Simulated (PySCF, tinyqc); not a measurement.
Worked calculation: RHF in the sto-3g basis, for Li-, spin multiplicity 1. The basis has no diffuse functions, so it cannot describe the extra electron: this is an exercise in the method, not the real anion. The lowest restricted solution is unstable here: a spin-polarised one lies 0.0041 hartree lower (PySCF). Computed by tinyqc, a small Python program that keeps every step (integrals from PySCF). Settings: charge = -1, multiplicity = 1, basis = sto-3g, energy threshold = 1e-09, iteration cap = 59, orthogonalisation = canonical, start = random, DIIS depth = 6, DIIS from iteration = 3, damping = 0.5, method = RHF. Command: `OMP_NUM_THREADS=1 python tinyqc.py 30658 30659 out.jsonl` (the two numbers bound the seeds that draw the settings). One thread of a shared host (Intel(R) Xeon(R) Processor @ 2.60GHz), about 0.04 s of CPU time with the checks. Later iterations appear only in the table of the cycle.

## One-electron integrals

Geometry (angstrom):
```
atom,x,y,z
Li,0.0000,0.0000,0.0000
```

Basis sto-3g: exponents (1/bohr^2) and contraction coefficients of normalised primitives:
```
element,l (shell),exponent,coefficient
Li,s (1),16.1196,0.1543
Li,s (1),2.9362,0.5353
Li,s (1),0.7947,0.4446
Li,s (2),0.6363,-0.1000
Li,s (2),0.1479,0.3995
Li,s (2),0.0481,0.7001
Li,p (3),0.6363,0.1559
Li,p (3),0.1479,0.6077
Li,p (3),0.0481,0.3920
```

Overlap, kinetic and nuclear-attraction integrals over the contracted functions; the nuclear repulsion is the sum of Za Zb / Rab.

nuclear repulsion = 0 hartree

overlap S, lower triangle:
```
,1Li 1s,1Li 2s,1Li 2px,1Li 2py,1Li 2pz
1Li 1s,1.0000
1Li 2s,0.2411,1.0000
1Li 2px,0.0000,0.0000,1.0000
1Li 2py,0.0000,0.0000,0.0000,1.0000
1Li 2pz,0.0000,0.0000,0.0000,0.0000,1.0000
```

kinetic energy T (hartree), lower triangle:
```
,1Li 1s,1Li 2s,1Li 2px,1Li 2py,1Li 2pz
1Li 1s,3.5768
1Li 2s,-0.0202,0.1022
1Li 2px,0.0000,0.0000,0.3197
1Li 2py,0.0000,0.0000,0.0000,0.3197
1Li 2pz,0.0000,0.0000,0.0000,0.0000,0.3197
```

nuclear attraction V (hartree), lower triangle:
```
,1Li 1s,1Li 2s,1Li 2px,1Li 2py,1Li 2pz
1Li 1s,-7.9829
1Li 2s,-0.9643,-1.2069
1Li 2px,0.0000,0.0000,-1.1973
1Li 2py,0.0000,0.0000,0.0000,-1.1973
1Li 2pz,0.0000,0.0000,0.0000,0.0000,-1.1973
```

core Hamiltonian H = T + V (hartree), lower triangle:
```
,1Li 1s,1Li 2s,1Li 2px,1Li 2py,1Li 2pz
1Li 1s,-4.4061
1Li 2s,-0.9846,-1.1048
1Li 2px,0.0000,0.0000,-0.8776
1Li 2py,0.0000,0.0000,0.0000,-0.8776
1Li 2pz,0.0000,0.0000,0.0000,0.0000,-0.8776
```

## Two-electron integrals

Functions are numbered as in S; the eight-fold symmetry (ij|kl) = (ji|kl) = (kl|ij) leaves the list below.

Two-electron integrals (ij|kl) in chemists' order, unique and non-zero (hartree):
```
i,j,k,l,(ij|kl)
1,1,1,1,1.6804
2,1,1,1,0.2654
2,1,2,1,0.0499
2,2,1,1,0.3977
2,2,2,1,0.0929
2,2,2,2,0.2906
3,1,3,1,0.0090
3,2,3,1,0.0138
3,2,3,2,0.0642
3,3,1,1,0.3966
3,3,2,1,0.0929
3,3,2,2,0.2905
3,3,3,3,0.3129
4,1,4,1,0.0090
4,2,4,1,0.0138
4,2,4,2,0.0642
4,3,4,3,0.0169
4,4,1,1,0.3966
4,4,2,1,0.0929
4,4,2,2,0.2905
4,4,3,3,0.2792
4,4,4,4,0.3129
5,1,5,1,0.0090
5,2,5,1,0.0138
5,2,5,2,0.0642
5,3,5,3,0.0169
5,4,5,4,0.0169
5,5,1,1,0.3966
5,5,2,1,0.0929
5,5,2,2,0.2905
5,5,3,3,0.2792
5,5,4,4,0.2792
5,5,5,5,0.3129
```

## Orthogonalisation

S = U s U^T; canonical form X = U s^(-1/2), so that X^T S X = 1. Each column of U has its largest component positive (the first on a tie).

eigenvalues of S: 0.7589  1.0000  1.0000  1.0000  1.2411

X:
```
,1,2,3,4,5
1Li 1s,0.8117,0.0000,0.0000,0.0000,0.6347
1Li 2s,-0.8117,0.0000,0.0000,0.0000,0.6347
1Li 2px,0.0000,1.0000,0.0000,0.0000,0.0000
1Li 2py,0.0000,0.0000,1.0000,0.0000,0.0000
1Li 2pz,0.0000,0.0000,0.0000,1.0000,0.0000
```

Within a degenerate level the vectors are fixed only up to a rotation; this is one choice.

## Starting guess

The start is random orthonormal orbitals; D = 2 C_occ C_occ^T.

D at the start, lower triangle:
```
,1Li 1s,1Li 2s,1Li 2px,1Li 2py,1Li 2pz
1Li 1s,0.4473
1Li 2s,0.0732,0.7350
1Li 2px,-0.5137,-0.6131,0.9768
1Li 2py,-0.6399,0.5282,0.2717,1.4697
1Li 2pz,0.0050,0.4935,-0.3662,0.4243,0.3358
```

## Iteration 1: building the Fock matrix

J_ij = sum D_kl (ij|kl), K_ij = sum D_kl (ik|jl); F = H + J - 0.5 K; E = tr D H + tr D J / 2 - 0.25 tr D K + E_nn.

Coulomb J (hartree), lower triangle:
```
,1Li 1s,1Li 2s,1Li 2px,1Li 2py,1Li 2pz
1Li 1s,2.1865
1Li 2s,0.4527,1.2133
1Li 2px,-0.0261,-0.0929,1.2144
1Li 2py,0.0031,0.0502,0.0092,1.2310
1Li 2pz,0.0137,0.0635,-0.0124,0.0143,1.1927
```

exchange K (hartree), lower triangle:
```
,1Li 1s,1Li 2s,1Li 2px,1Li 2py,1Li 2pz
1Li 1s,0.8522
1Li 2s,0.2581,0.4281
1Li 2px,-0.2737,-0.2722,0.3894
1Li 2py,-0.2032,0.1191,0.0804,0.5353
1Li 2pz,0.0547,0.1756,-0.1084,0.1256,0.1996
```

Fock matrix F (hartree), lower triangle:
```
,1Li 1s,1Li 2s,1Li 2px,1Li 2py,1Li 2pz
1Li 1s,-2.6458
1Li 2s,-0.6609,-0.1055
1Li 2px,0.1107,0.0433,0.1421
1Li 2py,0.1047,-0.0094,-0.0311,0.0858
1Li 2pz,-0.0136,-0.0243,0.0419,-0.0485,0.2154
```

total energy of this density = -3.406466 hartree

This density is the starting one.

## Iteration 1: diagonalisation and new density

Diagonalise F' = X^T F X, C = X C', fill 2 alpha and 2 beta electrons from the bottom; D = 2 C_occ C_occ^T; the new density keeps 0.5 of the old one (damping). Each column has its largest component positive (the first on a tie).

F' = X^T F X (hartree), lower triangle:
```
,1,2,3,4,5
1,-0.9418
2,0.0548,0.1421
3,0.0926,-0.0311,0.0858
4,0.0087,0.0419,-0.0485,0.2154
5,-1.3088,0.0977,0.0605,-0.0241,-1.6409
```

orbital energies (hartree): MO1 -2.6545, MO2 0.0258, MO3 0.0961, MO4 0.1394, MO5 0.2537

coefficients C:
```
,MO1,MO2,MO3,MO4,MO5
1Li 1s,0.9963,-0.1742,0.1784,-0.0832,0.0000
1Li 2s,0.0087,0.7780,-0.5268,0.4230,0.0000
1Li 2px,-0.0401,-0.0537,0.5196,0.7468,0.4096
1Li 2py,-0.0384,0.6024,0.6825,-0.2570,-0.3221
1Li 2pz,0.0047,0.2531,0.0082,-0.4554,0.8535
```

D after iteration 1, lower triangle:
```
,1Li 1s,1Li 2s,1Li 2px,1Li 2py,1Li 2pz
1Li 1s,1.2466
1Li 2s,-0.0902,0.9728
1Li 2px,-0.2874,-0.3486,0.4929
1Li 2py,-0.4631,0.7324,0.1051,1.0992
1Li 2pz,-0.0369,0.4437,-0.1969,0.3644,0.2320
```

## Iteration 2: building the Fock matrix

As before.

Coulomb J (hartree), lower triangle:
```
,1Li 1s,1Li 2s,1Li 2px,1Li 2py,1Li 2pz
1Li 1s,3.1573
1Li 2s,0.5816,1.2916
1Li 2px,-0.0148,-0.0527,1.2862
1Li 2py,0.0119,0.0812,0.0035,1.3067
1Li 2pz,0.0116,0.0559,-0.0066,0.0123,1.2774
```

exchange K (hartree), lower triangle:
```
,1Li 1s,1Li 2s,1Li 2px,1Li 2py,1Li 2pz
1Li 1s,2.1119
1Li 2s,0.4060,0.4452
1Li 2px,-0.1538,-0.1543,0.2479
1Li 2py,-0.1097,0.2104,0.0311,0.4274
1Li 2pz,0.0324,0.1534,-0.0583,0.1079,0.1706
```

Fock matrix F (hartree), lower triangle:
```
,1Li 1s,1Li 2s,1Li 2px,1Li 2py,1Li 2pz
1Li 1s,-2.3047
1Li 2s,-0.6059,-0.0358
1Li 2px,0.0621,0.0245,0.2847
1Li 2py,0.0667,-0.0239,-0.0120,0.2154
1Li 2pz,-0.0046,-0.0208,0.0225,-0.0417,0.3145
```

total energy of this density = -5.274283 hartree

This density is a damped mixture and is not idempotent.

## Iteration 2: diagonalisation and new density

As before.

F' = X^T F X (hartree), lower triangle:
```
,1,2,3,4,5
1,-0.7436
2,0.0305,0.2847
3,0.0736,-0.0120,0.2154
4,0.0131,0.0225,-0.0417,0.3145
5,-1.1690,0.0550,0.0272,-0.0161,-1.4311
```

orbital energies (hartree): MO1 -2.3090, MO2 0.1073, MO3 0.2245, MO4 0.2762, MO5 0.3411

coefficients C:
```
,MO1,MO2,MO3,MO4,MO5
1Li 1s,0.9940,-0.2315,0.1420,-0.0003,0.0000
1Li 2s,0.0215,0.9218,-0.4502,0.0940,0.0000
1Li 2px,-0.0241,-0.0405,0.1050,0.9050,0.4096
1Li 2py,-0.0262,0.4095,0.8507,0.0647,-0.3221
1Li 2pz,0.0017,0.1739,0.2707,-0.4099,0.8535
```

D after iteration 2, lower triangle:
```
,1Li 1s,1Li 2s,1Li 2px,1Li 2py,1Li 2pz
1Li 1s,1.6649
1Li 2s,-0.2372,1.3366
1Li 2px,-0.1583,-0.2121,0.2487
1Li 2py,-0.3524,0.7431,0.0366,0.7179
1Li 2pz,-0.0570,0.3822,-0.1055,0.2534,0.1463
```

## Iteration 3: building the Fock matrix

As before.

Coulomb J (hartree), lower triangle:
```
,1Li 1s,1Li 2s,1Li 2px,1Li 2py,1Li 2pz
1Li 1s,3.6448
1Li 2s,0.6457,1.3298
1Li 2px,-0.0087,-0.0316,1.3237
1Li 2py,0.0142,0.0857,0.0012,1.3395
1Li 2pz,0.0095,0.0475,-0.0036,0.0085,1.3202
```

exchange K (hartree), lower triangle:
```
,1Li 1s,1Li 2s,1Li 2px,1Li 2py,1Li 2pz
1Li 1s,2.7485
1Li 2s,0.4752,0.4989
1Li 2px,-0.0869,-0.0921,0.1866
1Li 2py,-0.0637,0.2260,0.0108,0.3255
1Li 2pz,0.0176,0.1295,-0.0312,0.0750,0.1563
```

Fock matrix F (hartree), lower triangle:
```
,1Li 1s,1Li 2s,1Li 2px,1Li 2py,1Li 2pz
1Li 1s,-2.1356
1Li 2s,-0.5765,-0.0244
1Li 2px,0.0347,0.0145,0.3528
1Li 2py,0.0460,-0.0273,-0.0042,0.2992
1Li 2pz,0.0007,-0.0173,0.0121,-0.0290,0.3645
```

total energy of this density = -6.200830 hartree

This density is a damped mixture and is not idempotent.

## Iteration 3: diagonalisation and new density

As before.

F' = X^T F X (hartree), lower triangle:
```
,1,2,3,4,5
1,-0.6635
2,0.0164,0.3528
3,0.0595,-0.0042,0.2992
4,0.0146,0.0121,-0.0290,0.3645
5,-1.0877,0.0312,0.0119,-0.0105,-1.3347
```

orbital energies (hartree): MO1 -2.1387, MO2 0.1268, MO3 0.3012, MO4 0.3478, MO5 0.3812

coefficients C:
```
,MO1,MO2,MO3,MO4,MO5
1Li 1s,0.9925,-0.2618,0.0898,0.0072,0.0000
1Li 2s,0.0284,0.9929,-0.2722,0.0301,0.0000
1Li 2px,-0.0140,-0.0243,0.0106,0.9118,0.4096
1Li 2py,-0.0184,0.2440,0.9037,0.1404,-0.3221
1Li 2pz,-0.0002,0.1038,0.3360,-0.3845,0.8535
```

D after iteration 3, lower triangle:
```
,1Li 1s,1Li 2s,1Li 2px,1Li 2py,1Li 2pz
1Li 1s,1.8861
1Li 2s,-0.3504,1.6551
1Li 2px,-0.0867,-0.1306,0.1251
1Li 2py,-0.2584,0.6133,0.0126,0.4188
1Li 2pz,-0.0559,0.2941,-0.0553,0.1520,0.0839
```

## Iteration 4: building the Fock matrix

As before.

Coulomb J (hartree), lower triangle:
```
,1Li 1s,1Li 2s,1Li 2px,1Li 2py,1Li 2pz
1Li 1s,3.8906
1Li 2s,0.6776,1.3484
1Li 2px,-0.0052,-0.0192,1.3433
1Li 2py,0.0123,0.0716,0.0004,1.3532
1Li 2pz,0.0071,0.0362,-0.0019,0.0051,1.3419
```

exchange K (hartree), lower triangle:
```
,1Li 1s,1Li 2s,1Li 2px,1Li 2py,1Li 2pz
1Li 1s,3.0716
1Li 2s,0.5061,0.5503
1Li 2px,-0.0491,-0.0556,0.1611
1Li 2py,-0.0394,0.1900,0.0037,0.2481
1Li 2pz,0.0087,0.0984,-0.0164,0.0450,0.1489
```

Fock matrix F (hartree), lower triangle:
```
,1Li 1s,1Li 2s,1Li 2px,1Li 2py,1Li 2pz
1Li 1s,-2.0513
1Li 2s,-0.5600,-0.0316
1Li 2px,0.0194,0.0086,0.3852
1Li 2py,0.0320,-0.0234,-0.0014,0.3516
1Li 2pz,0.0028,-0.0130,0.0063,-0.0174,0.3899
```

total energy of this density = -6.682441 hartree

This density is a damped mixture and is not idempotent.

## Iteration 4: DIIS over 2 matrices

error matrix X^T (FDS - SDF) X:
```
,1,2,3,4,5
1,0.0000,0.1361,0.1827,0.0037,-0.0713
2,-0.1361,0.0000,0.0000,0.0000,-0.2283
3,-0.1827,0.0000,0.0000,0.0000,-0.0895
4,-0.0037,0.0000,0.0000,0.0000,0.0757
5,0.0713,0.2283,0.0895,-0.0757,0.0000
```

B (overlaps of the stored error matrices):
```
,1,2
1,7.8995990e-01,4.3622280e-01
2,4.3622280e-01,2.4570772e-01
```

Minimise |sum c_i e_i|^2 with sum c_i = 1: solve [B -1; -1 0][c; lambda] = [0; -1] with B_ij = tr e_i^T e_j, and take F = sum c_i F_i.

DIIS coefficients: -1.1672  2.1672

extrapolated F (hartree), lower triangle:
```
,1Li 1s,1Li 2s,1Li 2px,1Li 2py,1Li 2pz
1Li 1s,-1.9529
1Li 2s,-0.5408,-0.0399
1Li 2px,0.0015,0.0018,0.4229
1Li 2py,0.0156,-0.0188,0.0018,0.4128
1Li 2pz,0.0052,-0.0080,-0.0004,-0.0039,0.4195
```

## Iteration 4: diagonalisation and new density

As before.

F' = X^T F X (hartree), lower triangle:
```
,1,2,3,4,5
1,-0.6004
2,-0.0003,0.4229
3,0.0279,0.0018,0.4128
4,0.0107,-0.0004,-0.0039,0.4195
5,-0.9856,0.0021,-0.0020,-0.0018,-1.2385
```

orbital energies (hartree): MO1 -1.9555, MO2 0.1143, MO3 0.4131, MO4 0.4207, MO5 0.4236

coefficients C:
```
,MO1,MO2,MO3,MO4,MO5
1Li 1s,0.9908,-0.2814,0.0306,0.0000,0.0037
1Li 2s,0.0357,1.0260,-0.0883,0.0000,-0.0073
1Li 2px,-0.0006,-0.0051,-0.1343,0.4096,0.9023
1Li 2py,-0.0062,0.0797,0.9006,-0.3221,0.2807
1Li 2pz,-0.0020,0.0325,0.4043,0.8535,-0.3271
```

D after iteration 4, lower triangle:
```
,1Li 1s,1Li 2s,1Li 2px,1Li 2py,1Li 2pz
1Li 1s,2.0038
1Li 2s,-0.4285,1.8814
1Li 2px,-0.0426,-0.0706,0.0626
1Li 2py,-0.1578,0.3882,0.0059,0.2158
1Li 2pz,-0.0391,0.1804,-0.0278,0.0786,0.0430
```

## Iteration 34 (converged): orbitals

converged F (hartree), lower triangle:
```
,1Li 1s,1Li 2s,1Li 2px,1Li 2py,1Li 2pz
1Li 1s,-1.9663
1Li 2s,-0.5407,-0.0523
1Li 2px,0.0000,0.0000,0.4158
1Li 2py,0.0000,0.0000,0.0000,0.4158
1Li 2pz,0.0000,0.0000,0.0000,0.0000,0.4158
```

Diagonalise F' = X^T F X, C = X C', fill 2 alpha and 2 beta electrons from the bottom; D = 2 C_occ C_occ^T. Each column has its largest component positive (the first on a tie).

F' = X^T F X (hartree), lower triangle:
```
,1,2,3,4,5
1,-0.6175
2,0.0000,0.4158
3,0.0000,0.0000,0.4158
4,0.0000,0.0000,0.0000,0.4158
5,-0.9861,0.0000,0.0000,0.0000,-1.2489
```

orbital energies (hartree): MO1 -1.9686, MO2 0.1023, MO3 0.4158, MO4 0.4158, MO5 0.4158

coefficients C:
```
,MO1,MO2,MO3,MO4,MO5
1Li 1s,0.9912,-0.2815,0.0000,0.0000,0.0000
1Li 2s,0.0341,1.0298,0.0000,0.0000,0.0000
1Li 2px,0.0000,0.0000,-0.0251,0.9119,0.4096
1Li 2py,0.0000,0.0000,0.9313,0.1703,-0.3221
1Li 2pz,0.0000,0.0000,0.3635,-0.3733,0.8535
```

D after iteration 34, lower triangle:
```
,1Li 1s,1Li 2s,1Li 2px,1Li 2py,1Li 2pz
1Li 1s,2.1235
1Li 2s,-0.5120,2.1235
1Li 2px,0.0000,0.0000,0.0000
1Li 2py,0.0000,0.0000,0.0000,0.0000
1Li 2pz,0.0000,0.0000,0.0000,0.0000,0.0000
```

Within a degenerate level the vectors are fixed only up to a rotation; this is one choice.

## Convergence

Stop when the energy changes by less than 1e-09 hartree and every element of the error matrix X^T (F D S - S D F) X is below 9e-06.

Course of the cycle:
```
iteration,E (hartree),change,largest element of the error matrix
1,-3.406466,-,1.53e+00
2,-5.274283,-1.87e+00,7.70e-01
3,-6.200830,-9.27e-01,4.12e-01
4,-6.682441,-4.82e-01,2.28e-01
5,-6.937833,-2.55e-01,1.15e-01
6,-7.071504,-1.34e-01,5.61e-02
7,-7.141393,-6.99e-02,2.80e-02
8,-7.177099,-3.57e-02,1.40e-02
9,-7.195129,-1.80e-02,6.98e-03
10,-7.204187,-9.06e-03,3.49e-03
11,-7.208726,-4.54e-03,1.74e-03
12,-7.210999,-2.27e-03,8.72e-04
13,-7.212136,-1.14e-03,4.36e-04
14,-7.212705,-5.69e-04,2.18e-04
...,...,...,...
21,-7.213269,-4.44e-06,1.70e-06
22,-7.213271,-2.22e-06,8.51e-07
23,-7.213272,-1.11e-06,4.26e-07
24,-7.213273,-5.55e-07,2.13e-07
25,-7.213273,-2.78e-07,1.06e-07
26,-7.213273,-1.39e-07,5.32e-08
27,-7.213273,-6.94e-08,2.66e-08
28,-7.213273,-3.47e-08,1.33e-08
29,-7.213273,-1.74e-08,6.65e-09
30,-7.213273,-8.68e-09,3.33e-09
31,-7.213273,-4.34e-09,1.66e-09
32,-7.213273,-2.17e-09,8.31e-10
33,-7.213273,-1.08e-09,4.16e-10
34,-7.213273,-5.42e-10,2.08e-10
```

PySCF RHF in the same basis = -7.213273 hartree

Converged in 34 iterations.

## Populations

Mulliken: Z minus the diagonal of D S on the atom; Loewdin: the same with S^(1/2) D S^(1/2).

Charges (e):
```
atom,Mulliken,Loewdin
1Li,-1.0000,-1.0000
```
